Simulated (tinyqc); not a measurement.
Koster-Slater impurity in a tight-binding band, by Green functions and by supercells: one step, computed by the program tinyqc.

One orbital per site, e(k) = -2 t sum cos(k_i) over 3 direction(s), band from -6 t to 6 t, lattice constant 1. One site has the extra energy U. Spin is left out.

Task: Scattering. T = U/(1 - U G0); phase shift delta = -arg(1 - U G0) in (-pi, pi]; host density of states -Im G0/pi; on the impurity -Im[G0/(1 - U G0)]/pi; lifetime of a band state hbar/(-2 c Im T).

Inputs (values chosen for the exercise, for a model band): impurity potential U = 6.17 eV; impurity concentration c = 0.02 per site.

Lattice: simple cubic.

G0(E + i eta) = -0.2454713-0.1221375i 1/eV

Constants: hbar = 6.582119569e-16 eV s.

Give: T matrix; phase shift delta; host density of states; density of states on the impurity; scattering lifetime.

Result:

T matrix = 2.251-0.675i eV

phase shift delta = -0.2912 rad

host density of states = 0.03888 1/eV

density of states on the impurity = 0.005642 1/eV

scattering lifetime = 24.39 fs

The Born approximation would take Im T = U^2 Im G0 = -4.65 eV, 6.89 times the full value.
